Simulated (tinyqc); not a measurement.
Changing the heavy mass M: three-phonon processes in a diatomic chain: dispersion, energy and momentum conservation, and decay channels of optical phonons. Computed by tinyqc, a small Python program. Command: `OMP_NUM_THREADS=1 python tinyqc.py 3120189 3120190 out.jsonl threeph sweep`. One thread of a shared host (Intel(R) Xeon(R) Processor @ 2.30GHz), about 0.01 s of CPU time with the checks.

Cell length a, two atoms, one spring constant. x = q a/pi runs from -1 to 1; A and O are the acoustic and optical branches. Matrix elements are not computed: only conservation laws and occupation factors are followed.

Inputs (values chosen for the exercise, for a model chain): light mass m = 28.1 u; spring constant k = 8.1 eV/angstrom^2.

Constants: nu for 1 eV/(angstrom^2 u) = 15.6333042 THz.

Method. omega^2 = k (1/m + 1/M) -/+ k sqrt((1/m + 1/M)^2 - 4 sin^2(pi x/2)/(m M)); nu = 15.6333042 THz x sqrt(omega^2) for eV/(angstrom^2 u). Acoustic top sqrt(2 k/M), optical bottom sqrt(2 k/m), optical top sqrt(2 k (1/m + 1/M)).

One run for each value; columns: (1) heavy mass M (u); (2) optical top over twice the acoustic top; (3) optical bottom over twice the acoustic top; (4) optical width over acoustic top; (5) acoustic top (THz):
```
(1)       (2)     (3)      (4)     (5)
29.5   0.7159  0.5123  0.40711  11.585
36.5   0.7581  0.5699  0.37652  10.415
45.0   0.8064  0.6327  0.34742   9.380
56.2   0.8660  0.7071  0.31784   8.393
70.2   0.9352  0.7903  0.28978   7.510
81.5   0.9875  0.8515  0.27189   6.970
98.4   1.0609  0.9357  0.25044   6.343
126.0  1.1709  1.0588  0.22425   5.606
169.0  1.3242  1.2262  0.19605   4.840
```

Describe the trends.

Over the rows, optical top over twice the acoustic top rises from 0.716 to 1.32 (exponent d ln y / d ln x 0.27 between the first rows and 0.42 between the last); optical bottom over twice the acoustic top rises from 0.512 to 1.23 (exponent d ln y / d ln x about 0.50 throughout); optical width over acoustic top falls from 0.407 to 0.196 (exponent d ln y / d ln x -0.37 between the first rows and -0.46 between the last).
